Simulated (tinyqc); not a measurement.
## In-plane mass from two subband densities

Question. At zero temperature each occupied subband holds N_k = D (EF - E_k), D = md m0 q/(pi hbar^2) per eV. Two subbands are occupied. Find md, EF - E1 and EF - E2.

Constants: q = 1.602176634e-19 C, hbar = 1.054571817e-34 J s, m0 = 9.1093837015e-31 kg. Results are converted to the units shown.

N1, N2 (cm^-2): [1.3421722e12, 4.9e11]
E2 - E1 = 51 meV

Solution. N1 - N2 = D (E2 - E1) gives D and so md; each N_k/D is a distance to EF.

md = 0.0400 m0
EF - E1 = 80.3 meV
EF - E2 = 29.3 meV

Computed by the program tinyqc: `OMP_NUM_THREADS=1 python tinyqc.py 2140012 2140013 out.jsonl`, one thread of a shared Intel Xeon 2.30GHz, about 0.1 s for the whole run.
